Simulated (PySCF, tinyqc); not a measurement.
Inside a calculation. Method: FCI on RHF in the sto-6g basis, for H4, spin multiplicity 1. The lowest restricted solution is unstable here: a spin-polarised one lies 0.1225 hartree lower (PySCF). One step of it, computed by the program tinyqc.

Task: FCI: roots. Diagonalise (each vector has its largest component positive (the first on a tie)); all determinants have Ms = 0, so triplets appear too. The lowest singlet root is the correlation energy.

Occupation strings over the orbitals (2 doubly, a alpha, b beta, 0 empty; spin orbitals ordered 1a 1b 2a 2b ...): 2200 aabb 2020 abab 2002 abba baab 0220 baba 0202 bbaa 0022

H - E(HF) between determinants (hartree):
```
           2200       aabb       2020       abab       2002       abba       baab       0220
2200   0.000000  -0.028499   0.104033  -0.101641   0.138573   0.130141   0.130141   0.124414
aabb  -0.028499   0.491496   0.101641  -0.104033  -0.130141  -0.138573  -0.124414  -0.130141
2020   0.104033   0.101641   0.311587   0.059936   0.174611  -0.161577  -0.161577   0.156456
abab  -0.101641  -0.104033   0.059936   0.559577   0.161577  -0.174611  -0.156456   0.161577
2002   0.138573  -0.130141   0.174611   0.161577   0.609657  -0.031437  -0.031437   0.000000
abba   0.130141  -0.138573  -0.161577  -0.174611  -0.031437   0.619216   0.000000  -0.031437
baab   0.130141  -0.124414  -0.161577  -0.156456  -0.031437   0.000000   0.619216  -0.031437
0220   0.124414  -0.130141   0.156456   0.161577   0.000000  -0.031437  -0.031437   0.629628
baba  -0.101641  -0.099315   0.059936   0.000000   0.161577  -0.156456  -0.174611   0.161577
0202   0.099315   0.101641   0.000000   0.059936   0.156456  -0.161577  -0.161577   0.174611
bbaa  -0.028499   0.000000   0.101641  -0.099315  -0.130141  -0.124414  -0.138573  -0.130141
0022   0.000000  -0.028499   0.099315  -0.101641   0.124414   0.130141   0.130141   0.138573

           baba       0202       bbaa       0022
2200  -0.101641   0.099315  -0.028499   0.000000
aabb  -0.099315   0.101641   0.000000  -0.028499
2020   0.059936   0.000000   0.101641   0.099315
abab   0.000000   0.059936  -0.099315  -0.101641
2002   0.161577   0.156456  -0.130141   0.124414
abba  -0.156456  -0.161577  -0.124414   0.130141
baab  -0.174611  -0.161577  -0.138573   0.130141
0220   0.161577   0.174611  -0.130141   0.138573
baba   0.559577   0.059936  -0.104033  -0.101641
0202   0.059936   0.821736   0.101641   0.104033
bbaa  -0.104033   0.101641   0.491496  -0.028499
0022  -0.101641   0.104033  -0.028499   1.018564
```

Give: lowest roots of this matrix, relative to E(HF); lowest vectors; <S^2> of these roots; weight of the ground state by excitation level 0, 1, 2, ....

Result:

lowest roots of this matrix, relative to E(HF) (hartree): [-0.187, -0.014, 0.025, 0.433, 0.489, 0.556, 0.617, 0.625]

lowest vectors, order 2200, aabb, 2020, abab, 2002, abba, baab, 0220, baba, 0202, bbaa, 0022:
$$\begin{pmatrix}
0.857 & 0.099 & 0.000 & 0.429 \\
0.021 & -0.261 & 0.408 & 0.156 \\
-0.268 & 0.621 & 0.000 & 0.568 \\
0.158 & 0.138 & 0.408 & -0.263 \\
-0.157 & -0.426 & 0.000 & 0.225 \\
-0.179 & 0.123 & 0.408 & 0.107 \\
-0.179 & 0.123 & 0.408 & 0.107 \\
-0.143 & -0.400 & 0.000 & 0.324 \\
0.158 & 0.138 & 0.408 & -0.263 \\
-0.129 & 0.242 & 0.000 & -0.173 \\
0.021 & -0.261 & 0.408 & 0.156 \\
0.132 & 0.003 & 0.000 & -0.314
\end{pmatrix}$$

<S^2> of these roots: [0.000, 0.000, 6.000, 0.000, 2.000, 2.000, 0.000, 2.000]

weight of the ground state by excitation level 0, 1, 2, ...: [0.734, 0.000, 0.249, 0.000, 0.017]

The reference has a weight of only 0.73: one determinant is a poor start here.
